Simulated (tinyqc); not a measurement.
Stacked nanosheet transistor, parasitic resistance, capacitance and delay: two steps of the calculation.

Ns sheets share one contact on top; each has perimeter p = 2 (Ws + ts) and cross-section A = Ws ts; contact width Wc = Ws + 10 nm, stack height Hs = Ns pv. Sheet 1 is the top one. Contact length Lc = CPP - Lg - 2 Lsp, shared by two neighbouring gates. Source and drain sides are equal. The formulas are first-order estimates, not field solutions.

Values chosen for this exercise; values close to those of silicon logic devices:
- Ns = 5 (number of sheets)
- Ws = 20 nm (sheet width)
- ts = 4 nm (sheet thickness)
- CPP = 51 nm (contacted gate pitch)
- Lg = 18 nm (gate length)
- Lsp = 5 nm (spacer length)
- rc = 6.2e-10 ohm cm^2 (contact resistivity)
- re = 0.00028 ohm cm (resistivity of the source-drain epitaxy)
- te = 25 nm (current-carrying depth of the epitaxy)
- rx = 0.0013 ohm cm (resistivity of the extension)
- Vdd = 0.75 V (supply voltage)

Question 1. Geometry and resistances. Epitaxy sheet resistance Rsh = re/te, transfer length LT = sqrt(rc/Rsh), contact Rc = [sqrt(rc Rsh)/Wc] coth(Lc/(2 LT)); extension of one sheet Rx = rx Lsp/A. Effective width N p; for equal currents and rv = 0 one side has Rc + Rx/N.

Give: Lc; effective width; Rsh; LT; Rc; Rx; one side times effective width.

Answer 1.

Lc = 23.00 nm
effective width = 240.0 nm
Rsh = 112.0 ohm
LT = 23.53 nm
Rc = 193.8 ohm
Rx = 812.5 ohm
one side times effective width = 85.51 ohm um

Question 2. Effective current, delay and energy. Ieff = (IH + IL)/2, delay CL Vdd/(2 Ieff), energy CL Vdd^2, with CL the load of an inverter that drives an equal one.

IH = I(Vdd, Vdd/2) = 267.08859 uA
IL = I(Vdd/2, Vdd), solved likewise = 72.038351 uA
CL = 752.46966 aF

Give: Ieff; delay; energy.

Answer 2.

Ieff = 169.6 uA
delay = 1.664 ps
energy = 423.3 aJ

tinyqc, about 0.1 s, one thread, Intel Xeon 2.30GHz (shared host): `OMP_NUM_THREADS=1 python tinyqc.py 2170158 2170159 out.jsonl`
